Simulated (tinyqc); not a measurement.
From results back to parameters: one-oscillator model of a band gap. Three cases, with inputs chosen for the exercise.

Problem. A gap follows E(T) = E0 - s1 t1/(exp(t1/T) - 1) with the zero-point term ZP = s1 t1/2, which scales as M^(-1/2). The shift of E0 on going from M to M + dM and the limiting slope at high T are given.

Case 1.

Values chosen (out of a larger set: near those of InAs; not measured data): M = 94.84 u (mean atomic mass); dM = -1.19 u (change of the mean mass (not bounded by the natural isotopes)).

shift of E0 = -0.136896 meV
limiting slope s1 = 0.262 meV/K

Case 2.

Values chosen (out of a larger set: near those of Ge; not measured data): M = 72.71 u (mean atomic mass); dM = -0.53 u (change of the mean mass (not bounded by the natural isotopes)).

shift of E0 = -0.186682 meV
limiting slope s1 = 0.421 meV/K

Case 3.

Values chosen (out of a larger set: near those of diamond; not measured data): M = 12.03 u (mean atomic mass); dM = -0.98 u (change of the mean mass (not bounded by the natural isotopes)).

shift of E0 = -14.747465 meV
limiting slope s1 = 0.533 meV/K

Find: sqrt(M/(M + dM)); ZP; t1.

Solution. The shift is ZP (1 - sqrt(M/(M + dM))); then t1 = 2 ZP/s1.

Case 1.

sqrt(M/(M + dM)) = 1.006333
ZP = 21.61 meV
t1 = 165 K

Case 2.

sqrt(M/(M + dM)) = 1.003665
ZP = 50.94 meV
t1 = 242 K

Case 3.

sqrt(M/(M + dM)) = 1.043402
ZP = 339.79 meV
t1 = 1275 K

Computed by tinyqc, one run a case: `OMP_NUM_THREADS=1 python tinyqc.py N N+1 out.jsonl` with N = 1850507, 1850509, 1850517; one thread of a shared Intel(R) Xeon(R) Processor @ 2.30GHz, about 0.01 s a run at most.
